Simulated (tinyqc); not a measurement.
# Worked calculation: strained Delta valleys, repopulation and conductivity mass

Numbers from tinyqc (`OMP_NUM_THREADS=1 python tinyqc.py 2530045 2530046 out.jsonl`; about 0.01 s on one thread of a shared Intel Xeon 2.30GHz). Printed values are rounded.

A cubic crystal with three pairs of conduction valleys along x, y and z under uniaxial stress X along [110] (X > 0 is tension); current along [-110]. Non-degenerate electrons, fixed total density, one relaxation time for all valleys and stresses, masses unchanged by strain, so the mobility goes as the mean inverse mass.

Values chosen for this exercise; values close to those of silicon:
```
symbol,value,unit,meaning
T,400,K,temperature
s11,7.72,1/TPa,compliance
s12,-2.12,1/TPa,compliance
s44,12.9,1/TPa,compliance
Xu,8.85,eV,shear deformation potential
ml,0.925,m0,longitudinal mass
mt,0.185,m0,transverse mass
X,580,MPa,uniaxial stress (tension positive)
```

Constants: q = 1.602176634e-19 C, kB = 1.380649e-23 J/K, Vt = kB T/q. Results are converted to the units shown.

Range of the model: Shear strain also changes the transverse masses of these valleys, which is left out.

## Strain tensor

Stress s_ij = X a_i a_j with a the unit vector along [110]; strain e_ii = s11 s_ii + s12 (s_jj + s_kk), e_ij = s44 s_ij/2.

strain (%):
```
           x          y           z
x  0.1624000  0.1870500   0.0000000
y  0.1870500  0.1624000   0.0000000
z  0.0000000  0.0000000  -0.1229600
```

## Valley shifts and shares

Valley shift dE = Xu (n.e.n - trace(e)/3) with n the valley axis; share f proportional to exp(-dE/Vt).

```
valley   dE (meV)    share f
x         8.41812  0.2450613
y         8.41812  0.2450613
z       -16.83624  0.5098773
```

The splitting is 25.3 meV, 0.73 Vt.

## Conductivity mass and mobility

Inverse mass along the current d = [-110]: (n.d)^2/ml + (1 - (n.d)^2)/mt; mu/mu0 = sum f (1/m) over the plain mean of 1/m.

1/m along d, valley x to z (1/m0): 3.243243  3.243243  5.405405
conductivity mass = 0.2301135 m0
unstrained value = 0.2522727 m0
mu/mu0 = 1.096297

The possible range, all electrons in one kind of valley, is 0.818 to 1.36.
